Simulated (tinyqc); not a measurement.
Ion implantation: universal nuclear stopping, Lindhard-Scharff electronic stopping and a Gaussian range profile. Inputs raised by 2 %, one at a time. Computed by tinyqc, a small Python program. Command: `OMP_NUM_THREADS=1 python tinyqc.py 3015820 3015821 out.jsonl implant sens`. One thread of a shared host (Intel(R) Xeon(R) Processor @ 2.30GHz), about 0.2 s of CPU time with the checks.

An ion slows by elastic collisions with screened nuclei and by friction with electrons; channelling is ignored and the target is uniform.

Inputs (values chosen for the exercise, modelled on phosphorus ions in silicon):

| quantity | value | unit |
|---|---|---|
| ion atomic number Z1 | 15 | - |
| ion mass M1 | 31 | u |
| target atomic number Z2 | 14 | - |
| target mass M2 | 28.09 | u |
| target density N | 49.94 | 1/nm^3 |
| ion energy E | 14 | keV |
| scale factor of electronic stopping k | 1.2 | - |
| dose Q | 2.8e+14 | 1/cm^2 |
| background C_B | 9.5e+16 | 1/cm^3 |

Method:
- Reduced energy eps = 32.53 M2 E/(Z1 Z2 (M1 + M2)(Z1^0.23 + Z2^0.23)), E in keV; s_n = ln(1 + 1.1383 eps)/(2 (eps + 0.01321 eps^0.21226 + 0.19593 eps^0.5)) for eps up to 30 and ln(eps)/(2 eps) above; S_n = 8.462 Z1 Z2 M1 s_n/((M1 + M2)(Z1^0.23 + Z2^0.23)) in 1e-15 eV cm^2.
- S_e = k 3.83 Z1^(7/6) Z2/(Z1^(2/3) + Z2^(2/3))^(3/2) sqrt(E/M1) in 1e-15 eV cm^2, E in keV.
- Path length R = int_0^E dE'/(N (S_n + S_e)); energy lost to nuclei nu = int_0^E S_n/(S_n + S_e) dE' (both with E' = E y^3 and 64 Gauss-Legendre points in y).
- Estimates of Lindhard type: R_p = R/(1 + M2/(3 M1)), straggle dR_p = (2/3) R_p sqrt(M1 M2)/(M1 + M2).
- C(x) = C_p exp(-(x - R_p)^2/(2 dR_p^2)) with C_p = Q/(sqrt(2 pi) dR_p), 1 nm = 1e-7 cm; the profile falls to the background at x_j = R_p + dR_p sqrt(2 ln(C_p/C_B)); the peak atomic fraction is C_p/N.

Runs:

| input moved | from | to | projected range R_p (nm) | straggle dR_p (nm) | peak concentration C_p (1/cm^3) | depth x_j where C falls to C_B (nm) |
|---|---|---|---|---|---|---|
| base run | - | - | 25.60 | 8.522 | 1.311e+20 | 58.00 |
| ion energy E (keV) | 14 | 14.28 | 25.98 | 8.648 | 1.292e+20 | 58.83 |
| background C_B (1/cm^3) | 9.5e+16 | 9.69e+16 | 25.60 | 8.522 | 1.311e+20 | 57.96 |
| target density N (1/nm^3) | 49.94 | 50.9388 | 25.09 | 8.355 | 1.337e+20 | 56.91 |
| ion mass M1 (u) | 31 | 31.62 | 25.60 | 8.518 | 1.311e+20 | 57.99 |
| ion atomic number Z1 | 15 | 15.3 | 25.27 | 8.413 | 1.328e+20 | 57.29 |
| target mass M2 (u) | 28.09 | 28.6518 | 25.63 | 8.538 | 1.308e+20 | 58.10 |
| target atomic number Z2 | 14 | 14.28 | 25.28 | 8.417 | 1.327e+20 | 57.31 |

Exponents ln(y'/y) / ln(x'/x):

| input | projected range R_p | straggle dR_p | peak concentration C_p | depth x_j where C falls to C_B |
|---|---|---|---|---|
| ion energy E | 0.743 | 0.743 | -0.743 | 0.714 |
| background C_B | 0.000 | 0.000 | 0.000 | -0.039 |
| target density N | -1.000 | -1.000 | 1.000 | -0.961 |
| ion mass M1 | 0.005 | -0.022 | 0.022 | -0.010 |
| ion atomic number Z1 | -0.646 | -0.646 | 0.646 | -0.621 |
| target mass M2 | 0.075 | 0.097 | -0.097 | 0.084 |
| target atomic number Z2 | -0.626 | -0.626 | 0.626 | -0.601 |

Among the inputs moved here: projected range R_p answers most in size to target density N (exponent -1.000), next to ion energy E (+0.743); its exponent is below 0.0005 for background C_B. Its exponent -1.000 in target density N: range is inverse to density. Straggle dR_p answers most in size to target density N (exponent -1.000), next to ion energy E (+0.743); its exponent is below 0.0005 for background C_B. peak concentration C_p answers most in size to target density N (exponent +1.000), next to ion energy E (-0.743); its exponent is below 0.0005 for background C_B. Its exponent +1.000 in target density N: the straggle shrinks as 1/N. depth x_j where C falls to C_B answers most in size to target density N (exponent -0.961), next to ion energy E (+0.714).

Extremes, crossings and ranges named in words are read from the listed rows.
